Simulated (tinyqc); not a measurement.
## Bandgap voltage reference from two bipolar transistors: output against temperature

Two transistors of area 1 and N carry the same current I. Is(T) = Is (T/T0)^eta exp[(Vg0 q/kB)(1/T0 - 1/T)], VBE1 = Vt ln(I/Is(T)) + I rb, VBE2 = Vt ln(I/(N Is(T))) + I rb/N. The amplifier forces I R1(T) = VBE1 - VBE2 + Vos, with R(T) = R (1 + tc (T - T0)) for both resistors, and the output is Vref = VBE1 + I R2(T). Base currents and the Early effect are neglected.

Vt = kB T/q; I = (Vt ln N + Vos)/(R1(T) - rb (1 - 1/N)).

Parameters, values chosen for the exercise; values of the order met in silicon bipolar transistors:
- T0 = 300 K (reference temperature)
- Vg0 = 1.179 V (band-gap voltage extrapolated to 0 K)
- eta = 4.3 (temperature exponent of the saturation current)
- Is = 8.3e-18 A (saturation current of the unit transistor at T0)
- N = 8 (area ratio of the second transistor)
- R1 = 22 kohm (resistor across which the difference of VBE falls, at T0)
- tc = 0 ppm/K (temperature coefficient of both resistors)
- Vos = 0 mV (offset of the amplifier)
- rb = 140 ohm (series resistance of the unit transistor)
- R2 = 241.2 kohm (output resistor at T0)

Constants: q = 1.602176634e-19 C, kB = 1.380649e-23 J/K. Results are converted to the units shown.

Results:
```
T (K)  I (uA)  VBE1 (V)  I R2 (V)  Vref (V)  Vref - Vref(T0) (mV)  dVref/dT (uV/K)
218     1.786    0.8385    0.4307     1.269                -6.685            129.3
253     2.072    0.7731    0.4998     1.273                -2.918            87.00
273     2.236    0.7351    0.5393     1.274                -1.397            65.36
298     2.441    0.6871    0.5887     1.276              -0.07898            40.44
323     2.646    0.6384    0.6381     1.277                0.6419            17.53
348     2.850    0.5892    0.6875     1.277                0.8119           -3.666
373     3.055    0.5394    0.7369     1.276                0.4708           -23.39
398     3.260    0.4892    0.7863     1.276               -0.3471           -41.84
423     3.465    0.4386    0.8357     1.274                -1.612           -59.17
```

Estimate the missing row, T = 233 K.

Computed row:
```
T (K)  I (uA)  VBE1 (V)  I R2 (V)  Vref (V)  Vref - Vref(T0) (mV)  dVref/dT (uV/K)
233     1.908    0.8107    0.4603     1.271                -4.889            110.4
```

With this row back in the table: VBE1 falls by 1.95 mV/K on average and I R2 rises by 1.98 mV/K. The slope of Vref vanishes at T = 344 K. Between 233 and 398 K Vref spans 5.71 mV, or 27.1 ppm/K by the box method (span over the average over T, over 165 K).

Program tinyqc, `OMP_NUM_THREADS=1 python tinyqc.py 2062061 2062062 out.jsonl`; Intel Xeon 2.30GHz, shared host, one thread, about 0.02 s.
